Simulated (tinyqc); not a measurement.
Comparisons within one model: dielectric confinement in a thin film (image charges). A value that a table varies takes the place of the one given here.

A film |z| < t/2 of dielectric constant eps between half-spaces of dielectric constant e2; lam = (eps - e2)/(eps + e2), q = e^2/(4 pi eps0). The self-energy of a band edge is taken with the high-frequency value, e2 = eh, and the field of a fixed ion with the static one, e2 = eo. A charge at z has images lam^|n| at n t + (-1)^n z. Its self-energy is S(z) = (q/2 eps) sum over n >= 1 of lam^n [1/(n t - 2z) + 1/(n t + 2z)] for odd n and 2 lam^n/(n t) for even n; at the centre S(0) = -(q/(eps t)) ln(1 - lam).

Donor at the centre, lam from the static eo, trial function cos(pi z/t) exp(-rho/l): E(l) = c/(m l^2) - (q/eps) times the integral over k of F(k t) (1 + (k l/2)^2)^(-3/2), with F(x) = F0 + 2 lam exp(-x) G/(1 - lam exp(-x)), F0 = 2[(1 - exp(-x/2))/x + x (1 + exp(-x/2))/(x^2 + 4 pi^2)], G = 2 sinh(x/2)[1/x - x/(x^2 + 4 pi^2)]; c = hbar^2/2m0. The binding energy is -E at the minimum, counted from the subband edge with its self-energy.

Constants: e^2/(4 pi eps0) = 14.39964547 eV angstrom; hbar^2/2m0 = 3.80998211 eV angstrom^2; Ry = 13.60569312 eV.

Values chosen for the exercise (near those of a Si (100) film, two-fold valleys, between layers of SiO2; shifted at random, so the results belong to these values and not to a real crystal): eps = 11.8 (dielectric constant of the film); eh = 2.1 (high-frequency dielectric constant outside); eo = 3.8 (static dielectric constant outside); m = 0.195 m0 (mass in the plane); mz = 0.938 m0 (mass across the film); ts = (12, 18, 26, 38, 55, 80, 120) angstrom (thicknesses); t = 76 angstrom (film thickness).

## Thinning the film

<S> is the mean over (2/t) cos^2(pi z/t); confinement c (pi/t)^2/mz; donor binding with and without images.

Results:
```
t (angstrom)  <S> (meV)  confinement (meV)  binding, no images (meV)  binding (meV)  l (angstrom)
12                137.4              278.4                      57.3          158.1          16.3
18                 91.6              123.7                      52.1          126.7          18.7
26                 63.4               59.3                      47.0          102.6          21.4
38                 43.4               27.8                      41.5           81.9          24.5
55                 30.0               13.3                      36.1           65.3          28.1
80                 20.6                6.3                      30.8           51.6          32.5
120                13.7                2.8                      25.4           39.6          38.1
```

Between 120 and 12 angstrom the binding goes from 39.6 to 158.1 meV; quantum confinement alone would take it from 25.4 to 57.3, so the images supply +14.2 and +100.8 meV. |<S>| goes as 1/t and exceeds the confinement energy beyond 24 angstrom. For t well above a* = 32 angstrom the separable trial function underbinds, which affects the last rows.

## Choice of the surrounding dielectric

The same film between different dielectrics; in this table one value e2 serves for both eo and eh.

Results:
```
case         lam  <S> (meV)  binding (meV)  l (angstrom)
e2 = 1     0.844       32.8           88.9          30.8
e2 = 2.5   0.650       19.2           63.6          31.4
e2 = 3.9   0.503       13.0           52.7          31.9
e2 = 7.5   0.223        4.8           39.0          32.7
e2 = 16   -0.151       -2.8           27.3          33.9
e2 = 25   -0.359       -6.2           22.5          34.6
e2 = 80   -0.743      -11.6           15.4          35.9
```

The binding spans a factor 5.8, from 89 meV in vacuum to 15.4 meV for e2 = 80; going from 3.9 to 25 changes it by -30.2 meV and the band edge by -19.2 meV, so the binding responds 1.57 times as much as the edge (for an orbit much smaller than t the binding would change by twice the change of S(0), -32.3 meV; here l/t = 0.42 for e2 = 3.9).

## What each parameter does

<S> is the mean over (2/t) cos^2(pi z/t). Each row changes one parameter from the base and keeps the others.

Results:
```
case             lam from eh  <S> (meV)  binding (meV)  l (angstrom)
base                   0.698       21.7           53.3          31.8
t = 70 angstrom        0.698       23.6           56.1          30.8
eps = 10.6             0.669       22.4           58.9          29.9
eo = 5.3               0.698       21.7           45.9          32.2
eh = 2.7               0.628       18.1           53.3          31.8
m = 0.234 m0           0.698       21.7           56.9          28.5
```

The largest shifts from the base row, up to three for each result and ties (the steps differ in size, so this ranks the rows, not the parameters). lam from eh: eh -0.070, eps -0.029; unchanged at the printed digits by t, eo and m. <S> (meV): eh -3.6, t +1.9, eps +0.7; unchanged at the printed digits by eo and m. binding (meV): eo -7.4, eps +5.6, m +3.6; unchanged at the printed digits by eh. l (angstrom): m -3.4, eps -1.9, t -1.0; unchanged at the printed digits by eh.

Program tinyqc; command `OMP_NUM_THREADS=1 python tinyqc.py 1282268 1282269 out.jsonl`; about 0.07 s on one thread of a shared Intel(R) Xeon(R) Processor @ 2.30GHz.
